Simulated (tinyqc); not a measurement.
Long-channel MOSFET, surface-potential model: one step of the calculation.

n-channel transistor on a uniformly doped p-type body, gradual-channel approximation, constant mobility, Boltzmann statistics, full ionisation. Potentials are counted from the neutral body; V is the electron quasi-Fermi potential, Vsb at the source and Vsb + Vds at the drain. Charges are magnitudes per area.

Problem. Surface potential at the source by Newton steps. With V = Vsb: G = psi - Vt + Vt e, e = exp((psi - 2 phiF - Vsb)/Vt); f = Vgs + Vsb - Vfb - psi - gamma sqrt(G); f' = -1 - gamma (1 + e)/(2 sqrt(G)); psi(new) = psi - f/f'.

Parameters, values chosen for the exercise; material values those of a made-up semiconductor:
- T = 273 K (temperature)
- Vfb = -1.24 V (flat-band voltage)
- Vsb = 1 V (source-body reverse bias)
- Vgs = 2.78 V (gate-source voltage)

Constants: q = 1.602176634e-19 C, kB = 1.380649e-23 J/K, Vt = kB T/q. Results are converted to the units shown.

psi after iteration 1 = 4.4972403 V
phiF = 1.4540726 V
gamma = 0.22373651 V^0.5

Give: G; f; f'; psi after iteration 2.

Solution.

G = 1.765e9 V
f = -9398 V
f' = -1.998e5
psi after iteration 2 = 4.450 V

Computed by the program tinyqc: `OMP_NUM_THREADS=1 python tinyqc.py 2360016 2360017 out.jsonl`, one thread of a shared Intel Xeon 2.30GHz, about 0.03 s for the whole run.
